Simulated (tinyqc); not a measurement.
# Surface Green function of a zigzag honeycomb ribbon two chains wide, Sancho-Rubio decimation, step by step

Program tinyqc, `OMP_NUM_THREADS=1 python tinyqc.py 2680046 2680047 out.jsonl`; Intel Xeon 2.30GHz, shared host, one thread, about 0.05 s. Printed values are rounded.

A semi-infinite lead of cells 0, 1, 2, ... with H0 inside a cell and H1 = <cell i|H|cell i + 1>. Cell of four sites joined 1-2-3-4 by -t; site 2 joins site 1 of the next cell and site 3 joins site 4 of the next cell. z = E + i eta.

Parameters, values chosen for the exercise:
```
symbol  value  unit                                               meaning
t           1    eV                                               hopping
dl       0.19    eV  site energy, +dl on sites 1, 3 and -dl on sites 2, 4
E        1.23    eV                                                energy
eta      1e-9    eV                                            broadening
```

## The blocks

Read off from the list of hoppings.

H0 (eV):
```
      1      2     3      4
1  0.19     -1     0      0
2    -1  -0.19    -1      0
3     0     -1  0.19     -1
4     0      0    -1  -0.19
```

H1 (eV):
```
    1  2  3   4
1   0  0  0   0
2  -1  0  0   0
3   0  0  0  -1
4   0  0  0   0
```

## Round 1: decimation

Start with e_s = e = H0, a = H1, b = H1^dagger. Each round: g = (z - e)^(-1); e_s <- e_s + a g b; e <- e + a g b + b g a; a <- a g a; b <- b g b (all with the old a, b). Round k joins cells 2^k apart.

g (1/eV):
```
                   1                  2                  3                  4
1   0.59461+0.00000i   0.38160+0.00000i  -1.13649+0.00000i   0.80034+0.00000i
2   0.38160+0.00000i  -0.39687+0.00000i   1.18195+0.00000i  -0.83236+0.00000i
3  -1.13649+0.00000i   1.18195+0.00000i  -0.54188+0.00000i   0.38160+0.00000i
4   0.80034+0.00000i  -0.83236+0.00000i   0.38160+0.00000i   0.43549+0.00000i
```

e_s after round 1 (eV):
```
                   1                  2                  3                  4
1   0.19000+0.00000i  -1.00000+0.00000i   0.00000+0.00000i   0.00000+0.00000i
2  -1.00000+0.00000i   0.40461+0.00000i  -0.19966+0.00000i   0.00000+0.00000i
3   0.00000+0.00000i  -0.19966+0.00000i   0.62549+0.00000i  -1.00000+0.00000i
4   0.00000+0.00000i   0.00000+0.00000i  -1.00000+0.00000i  -0.19000+0.00000i
```

e after round 1 (eV):
```
                   1                  2                  3                  4
1  -0.20687+0.00000i  -1.00000+0.00000i   0.00000+0.00000i   1.18195+0.00000i
2  -1.00000+0.00000i   0.40461+0.00000i  -0.19966+0.00000i   0.00000+0.00000i
3   0.00000+0.00000i  -0.19966+0.00000i   0.62549+0.00000i  -1.00000+0.00000i
4   1.18195+0.00000i   0.00000+0.00000i  -1.00000+0.00000i  -0.73188+0.00000i
```

a after round 1 (eV):
```
                   1                 2                 3                  4
1   0.00000+0.00000i  0.00000+0.00000i  0.00000+0.00000i   0.00000+0.00000i
2   0.38160+0.00000i  0.00000+0.00000i  0.00000+0.00000i  -1.13649+0.00000i
3  -0.83236+0.00000i  0.00000+0.00000i  0.00000+0.00000i   0.38160+0.00000i
4   0.00000+0.00000i  0.00000+0.00000i  0.00000+0.00000i   0.00000+0.00000i
```

b after round 1 (eV):
```
                  1                  2                  3                 4
1  0.00000+0.00000i   0.38160+0.00000i  -0.83236+0.00000i  0.00000+0.00000i
2  0.00000+0.00000i   0.00000+0.00000i   0.00000+0.00000i  0.00000+0.00000i
3  0.00000+0.00000i   0.00000+0.00000i   0.00000+0.00000i  0.00000+0.00000i
4  0.00000+0.00000i  -1.13649+0.00000i   0.38160+0.00000i  0.00000+0.00000i
```

## Round 2: decimation

As before.

g (1/eV):
```
                   1                  2                  3                  4
1  -0.30463+0.00000i  -0.20232+0.00000i   2.36218+0.00000i  -1.38757+0.00000i
2  -0.20232+0.00000i   2.33553+0.00000i  -3.63326+0.00000i   1.73004+0.00000i
3   2.36218+0.00000i  -3.63326+0.00000i   3.18889+0.00000i  -0.20232+0.00000i
4  -1.38757+0.00000i   1.73004+0.00000i  -0.20232+0.00000i  -0.22311+0.00000i
```

e_s after round 2 (eV):
```
                   1                  2                  3                  4
1   0.19000+0.00000i  -1.00000+0.00000i   0.00000+0.00000i   0.00000+0.00000i
2  -1.00000+0.00000i   1.27562+0.00000i  -1.52078+0.00000i   0.00000+0.00000i
3   0.00000+0.00000i  -1.52078+0.00000i   1.26341+0.00000i  -1.00000+0.00000i
4   0.00000+0.00000i   0.00000+0.00000i  -1.00000+0.00000i  -0.19000+0.00000i
```

e after round 2 (eV):
```
                   1                  2                  3                  4
1   4.65064+0.00000i  -1.00000+0.00000i   0.00000+0.00000i  -4.80987+0.00000i
2  -1.00000+0.00000i   1.27562+0.00000i  -1.52078+0.00000i   0.00000+0.00000i
3   0.00000+0.00000i  -1.52078+0.00000i   1.26341+0.00000i  -1.00000+0.00000i
4  -4.80987+0.00000i   0.00000+0.00000i  -1.00000+0.00000i   5.90049+0.00000i
```

a after round 2 (eV):
```
                   1                 2                 3                  4
1   0.00000+0.00000i  0.00000+0.00000i  0.00000+0.00000i   0.00000+0.00000i
2  -1.72145+0.00000i  0.00000+0.00000i  0.00000+0.00000i   2.75401+0.00000i
3   2.01702+0.00000i  0.00000+0.00000i  0.00000+0.00000i  -1.72145+0.00000i
4   0.00000+0.00000i  0.00000+0.00000i  0.00000+0.00000i   0.00000+0.00000i
```

b after round 2 (eV):
```
                  1                  2                  3                 4
1  0.00000+0.00000i  -1.72145+0.00000i   2.01702+0.00000i  0.00000+0.00000i
2  0.00000+0.00000i   0.00000+0.00000i   0.00000+0.00000i  0.00000+0.00000i
3  0.00000+0.00000i   0.00000+0.00000i   0.00000+0.00000i  0.00000+0.00000i
4  0.00000+0.00000i   2.75401+0.00000i  -1.72145+0.00000i  0.00000+0.00000i
```

## Course of the decimation

Stop when the largest entry of a and b is below 1e-12 eV, or after 15 rounds. The last column is -Im Tr (z - e_s)^(-1)/pi. At the end g_s = (z - e_s)^(-1), and the bulk Green function is (z - e)^(-1).

Course of the iteration:
```
round  largest |a|, |b| (eV)  surface density of states (1/eV)
1                       1.14                        3.19400e-7
2                       2.75                        1.26943e-8
3                       1.64                        5.82862e-8
4                       16.4                        3.85898e-8
5                       1.05                        1.16437e-7
6                       4.24                        4.45872e-4
7                      0.913                        4.94719e-7
8                       6.64                        5.32952e-7
9                       1.22                        2.18685e-6
10                      20.9                        1.52702e-4
11                     0.912                        1.50281e-5
12                      1.27                        1.83369e-5
13                      28.6                        7.26234e-5
14                      1.30                        3.55696e-5
15                      1.19                        7.31178e-4
```

Not converged within 15 rounds: the couplings a and b do not shrink, and the surface density of states is at most 7.312e-4 1/eV over the last five rounds, as for a finite cluster with sharp levels. E lies inside a band (2 open mode(s)), and 15 rounds reach 2^15 cells, too few for eta = 1e-9 eV to damp the waves. A rerun with more rounds converges at round 35, to a density of states of 0.9407 1/eV; a rerun with eta = 0.001 eV converges at round 15 and gives 0.9396 1/eV.
